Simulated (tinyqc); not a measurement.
Grain-boundary trapping model (Seto) of a polycrystalline semiconductor film. Inputs raised by 10 %, one at a time. Computed by tinyqc, a small Python program. Command: `OMP_NUM_THREADS=1 python tinyqc.py 3020869 3020870 out.jsonl poly sens`. One thread of a shared host (Intel(R) Xeon(R) Processor @ 2.30GHz), about 0.01 s of CPU time with the checks.

Grains of equal size L are joined by thin boundaries with one trap level. Trapped carriers deplete a width W on each side and raise a barrier, crossed by thermionic emission. Dopants are fully ionised, statistics are non-degenerate and mu_g does not depend on T.

Inputs (values chosen for the exercise, modelled on polycrystalline ZnO): permittivity eps = 8.3; effective mass m = 0.25 m_0; effective density of states at 300 K, N_c = 3.8e+18 1/cm^3; grain size L = 17 nm; trap density Q_t = 1.1e+12 1/cm^2; trap level E_t below the band edge = 0.38 eV; doping N = 5.7e+17 1/cm^3; mobility inside the grains mu_g = 120 cm^2/(V s); temperature T = 250 K.

Grain interior: resistance included.

Constants: k_B = 8.617333262e-05 eV/K; e = 1.602176634e-19 C; eps_0 = 8.8541878128e-12 F/m; m_0 = 9.1093837015e-31 kg; k_B = 1.380649e-23 J/K.

Method. N_c(T) = N_c (T/300 K)^(3/2). Filled traps Q = Q_t/(1 + (1/2) exp((E_t* - E_F)/k_B T)), where E_t* = e V_B - E_t and E_F are counted from the band edge at the grain centre. Partial depletion: Q = 2 N W, V_B = e N W^2/(2 eps eps_0), E_F = k_B T ln(N/N_c); solve for W. If that W would exceed L/2 the grain is fully depleted: W = L/2, Q = N L, and E_F follows from the trap equation. Centre density n_0 = N_c exp(E_F/k_B T). Boundary: sigma_b = L e^2 n_0 exp(-e V_B/k_B T)/sqrt(2 pi m k_B T); drift through the grain, depleted parts included: rho_g = [(1 - 2W/L) + (2W/L) int_0^1 exp(y^2 s^2) ds]/(e n_0 mu_g); rho = 1/sigma_b + rho_g. Mean carrier density n_av = n_0 [(1 - 2W/L) + (2W/L) (sqrt(pi)/2) erf(y)/y], y = sqrt(e V_B/k_B T); effective mobility 1/(e n_av rho).

Runs; columns: (1) input moved; (2) from; (3) to; (4) resistivity rho (ohm cm); (5) effective mobility (cm^2/(V s)); (6) barrier V_B (V); (7) mean carrier density (1/cm^3):
```
(1)                                               (2)       (3)        (4)    (5)      (6)        (7)
base run                                            -         -  1.374e+05  41.10  0.04489  1.105e+12
grain size L (nm)                                  17      18.7  2.821e+04  33.08  0.05432  6.689e+12
trap density Q_t (1/cm^2)                     1.1e+12  1.21e+12  2.528e+05  41.10  0.04489  6.007e+11
trap level E_t below the band edge (eV)          0.38     0.418  8.020e+05  41.10  0.04489  1.894e+11
temperature T (K)                                 250       275  2.567e+04  44.71  0.04489  5.440e+12
effective mass m (m_0)                           0.25     0.275  1.408e+05  40.11  0.04489  1.105e+12
permittivity eps                                  8.3      9.13  1.438e+05  45.75  0.04081  9.486e+11
mobility inside the grains mu_g (cm^2/(V s))      120       132  1.312e+05  43.05  0.04489  1.105e+12
```

Exponents ln(y'/y) / ln(x'/x):
```
input                               resistivity rho  effective mobility  barrier V_B  mean carrier density
grain size L                                -16.615              -2.277            2                18.891
trap density Q_t                              6.396               0.000            0                -6.396
trap level E_t below the band edge           18.507               0.000            0               -18.507
temperature T                               -17.606               0.883            0                16.722
effective mass m                              0.254              -0.254            0                 0.000
permittivity eps                              0.476               1.126           -1                -1.602
mobility inside the grains mu_g              -0.487               0.487            0                 0.000
```

To which inputs is each result most sensitive?

Among the inputs moved here: resistivity rho answers most in size to trap level E_t below the band edge (exponent +18.507), next to temperature T (-17.606). Effective mobility answers most in size to grain size L (exponent -2.277), next to permittivity eps (+1.126); its exponent is below 0.0005 for trap density Q_t, trap level E_t below the band edge. Barrier V_B answers most in size to grain size L (exponent +2.000), next to permittivity eps (-1.000); its exponent is below 0.0005 for trap density Q_t, trap level E_t below the band edge, temperature T, effective mass m, mobility inside the grains mu_g. Its exponent +2.000 in grain size L: full depletion. Its exponent 0.000 in trap density Q_t: the barrier is set by N and L, or pinned by the trap level. Mean carrier density answers most in size to grain size L (exponent +18.891), next to trap level E_t below the band edge (-18.507); its exponent is below 0.0005 for effective mass m, mobility inside the grains mu_g.
